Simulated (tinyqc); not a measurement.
# Fully depleted semiconductor-on-insulator film with two gates, non-linear Poisson equation by Newton steps: threshold and coupling against the film thickness

One dimension across the film, front interface at x = 0, back interface at x = ts. psi is counted from the intrinsic level, n = ni exp(psi/Vt) (source grounded), holes neglected, acceptors ionised. Gates act through Cox = eps0 eox/tox and Cbox = 3.9 eps0/tb with potentials G1 = Vg - (phiM - chi - Vt ln(Nc/ni)) and G2 = Vb - (phiB - chi - Vt ln(Nc/ni)). Classical Boltzmann densities, no interface charge, no depletion in the back plane.

ni = sqrt(Nc Nv) exp(-Eg/(2 Vt)), Eg in volts. The Poisson equation eps0 eps_r d2psi/dx2 = q (n + Na), with -eps0 eps_r dpsi/dx = Cox (G1 - psi) at x = 0 and eps0 eps_r dpsi/dx = Cbox (G2 - psi) at x = ts, is solved on 300 equal intervals with half boxes at both ends; N_inv is the trapezoid sum of n. VT is the Vg for N_inv = 1e11 cm^-2; -dVT/dVb from the linearised equation. Limits with Cs = eps0 eps_r/ts: front channel Cs Cbox/(Cox (Cs + Cbox)), back channel Cbox (Cox + Cs)/(Cox Cs). Swing at N_inv = 1e8 cm^-2.

Parameters, values chosen for the exercise; band and dielectric values close to those of silicon:

| symbol | value | unit | meaning |
|---|---|---|---|
| T | 400 | K | temperature |
| Eg | 1.14 | eV | band gap |
| eps_r | 11.6 |  | relative permittivity |
| Nc | 4.28e19 | cm^-3 | conduction-band density of states at T |
| Nv | 4.14e19 | cm^-3 | valence-band density of states at T |
| chi | 4.01 | eV | electron affinity |
| eox | 3.9 |  | relative permittivity of the gate insulator (close to silicon dioxide) |
| tox | 3.7 | nm | insulator thickness |
| tb | 98 | nm | buried-oxide thickness (eps_r 3.9) |
| Na | 1e15 | cm^-3 | acceptor density of the film |
| phiM | 4.22 | eV | work function of the front gate |
| phiB | 5.06 | eV | work function of the back plane |
| Vb | 0 | V | back-gate voltage |

Constants: q = 1.602176634e-19 C, kB = 1.380649e-23 J/K, Vt = kB T/q, eps0 = 8.8541878128e-14 F/cm where lengths are in cm. Results are converted to the units shown.

Result of one run:
```
ts (nm)  VT (V)  centroid/ts at VT  -dVT/dVb  front-channel limit  back-channel limit  swing (mV/decade)
40       0.0462              0.255    0.0632               0.0332               0.175               85.6
```

What becomes of these results when the film thickness ts is changed from 40 to 11 nm, all else the same?

Result of the changed run:
```
ts (nm)  VT (V)  centroid/ts at VT  -dVT/dVb  front-channel limit  back-channel limit  swing (mV/decade)
11       0.0648              0.409    0.0515               0.0364              0.0755               83.7
```

The whole series:
```
ts (nm)  VT (V)  centroid/ts at VT  -dVT/dVb  front-channel limit  back-channel limit  swing (mV/decade)
4        0.0903              0.464    0.0437               0.0372              0.0515               82.9
5.6      0.0809              0.451    0.0458               0.0370              0.0570               83.1
7.7      0.0728              0.434    0.0482               0.0368              0.0642               83.3
11       0.0648              0.409    0.0515               0.0364              0.0755               83.7
15       0.0589              0.381    0.0547               0.0359              0.0892               84.0
21       0.0536              0.344    0.0582               0.0352               0.110               84.5
29       0.0495              0.301    0.0612               0.0343               0.137               85.0
40       0.0462              0.255    0.0632               0.0332               0.175               85.6
```

As ts goes from 4 to 40, VT falls from 0.0903 to 0.0462 V, the centroid falls from 0.464 to 0.255 of ts and -dVT/dVb rises from 0.0437 to 0.0632. The coupling covers 45.5 % of the way from the front-channel to the back-channel limit in the first row and 21.2 % in the last. For ts = 4, 5.6, 7.7 the film is thin enough for confinement to raise VT, which is left out.

Numbers from tinyqc (`OMP_NUM_THREADS=1 python tinyqc.py 2190111 2190112 out.jsonl`; about 0.5 s on one thread of a shared Intel Xeon 2.30GHz).
